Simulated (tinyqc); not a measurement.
Undoped symmetric double-gate MOSFET, analytic potential model: one step of the calculation.

An undoped body of thickness ts between two equal insulators and tied gates; long channel, electrons only, n = ni exp((psi - V)/Vt) with V the quasi-Fermi potential (0 at the source, Vd at the drain), constant mobility, no quantisation. Across the body psi(x) = V - 2 Vt ln[(ts/(2 beta)) sqrt(q ni/(2 eps0 eps_r Vt)) cos(2 beta x/ts)], x from the centre. Q is the electron charge per area of the whole body.

Task. Constants of the body. ni = sqrt(Nc Nv) exp(-Eg/(2 Vt)), Eg in volts; r = eps_r tox/(eox ts); V0 = dphi + 2 Vt ln[(2/ts) sqrt(2 eps0 eps_r Vt/(q ni))].

Parameters, values chosen for the exercise; material values close to those of silicon:
- T = 400 K (temperature)
- Eg = 1.12 eV (band gap)
- eps_r = 11.7 (relative permittivity of the semiconductor)
- Nc = 4.33e19 cm^-3 (conduction-band density of states at T)
- Nv = 4.05e19 cm^-3 (valence-band density of states at T)
- eox = 22.4 (relative permittivity of the gate insulator)
- tox = 13 nm (insulator thickness)
- ts = 15 nm (body thickness)
- dphi = 0.06 V (gate work function less that of the intrinsic body)

Constants: q = 1.602176634e-19 C, kB = 1.380649e-23 J/K, Vt = kB T/q, eps0 = 8.8541878128e-14 F/cm where lengths are in cm. Results are converted to the units shown.

Find: ni; r; V0.

Result.

ni = 3.684e12 cm^-3
r = 0.4527
V0 = 0.4832 V

Program tinyqc, `OMP_NUM_THREADS=1 python tinyqc.py 2440090 2440091 out.jsonl`; Intel Xeon 2.30GHz, shared host, one thread, about 0.02 s.
